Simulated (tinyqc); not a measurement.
Surface potential of a MOS transistor: implicit equation and explicit approximations: two steps of the calculation.

p-type body, charge-sheet picture, depletion and inversion only, full ionisation (an idealisation for deep acceptors), Boltzmann statistics (rough once Na exp(x - xn) passes about Nc/7). In units of Vt: xg = (Vg - Vfb)/Vt, x = psi/Vt, G = gamma/sqrt(Vt), xn = (2 phiF + Vc)/Vt. The implicit equation is (xg - x)^2 = G^2 [x - 1 + exp(x - xn)] for x above about 3. Cox = eps0 eox/tox.

Inputs (values chosen for the exercise); band and dielectric values close to those of germanium:
```
symbol    value   unit                                                                 meaning
T           300      K                                                             temperature
Eg        0.654     eV                                                                band gap
eps_r      15.7                                                          relative permittivity
Nc      1.04e19  cm^-3                                  conduction-band density of states at T
Nv      5.92e18  cm^-3                                     valence-band density of states at T
eox        9.05         relative permittivity of the gate insulator (close to aluminium oxide)
tox         7.7     nm                                                     insulator thickness
Na       1.4e16  cm^-3                                                        acceptor density
Vfb       -0.68      V                                                       flat-band voltage
Vc            0      V                                                    channel-body voltage
Vg        -0.34      V                                                       gate-body voltage
```

Constants: q = 1.602176634e-19 C, kB = 1.380649e-23 J/K, Vt = kB T/q, eps0 = 8.8541878128e-14 F/cm where lengths are in cm. Results are converted to the units shown.

Task 1. Scales. ni = sqrt(Nc Nv) exp(-Eg/(2 Vt)), Eg in volts; phiF = Vt ln(Na/ni); gamma = sqrt(2 q eps0 eps_r Na)/Cox; VT = Vfb + Vt (xn + G sqrt(xn - 1)).

Wanted: phiF; gamma; G; xn; VT; xg.

Result 1.

phiF = 0.16339 V
gamma = 0.075884 V^0.5
G = 0.47196
xn = 12.640
VT = -0.31160 V
xg = 13.152

Task 2. New x. D = exp(x - xn), f = (xg - x)^2 - G^2 (x - 1 + D), f' = -2 (xg - x) - G^2 (1 + D), x(new) = x - f/f'.

x at the start = 11.61
G = 0.47195952
xn = 12.640311
xg = 13.151787

Find: D; f; f'; x after iteration 1.

Result 2.

D = 0.3569
f = -0.06572
f' = -3.386
x after iteration 1 = 11.59

Numbers from tinyqc (`OMP_NUM_THREADS=1 python tinyqc.py 2122239 2122240 out.jsonl`; about 0.01 s on one thread of a shared Intel Xeon 2.30GHz).
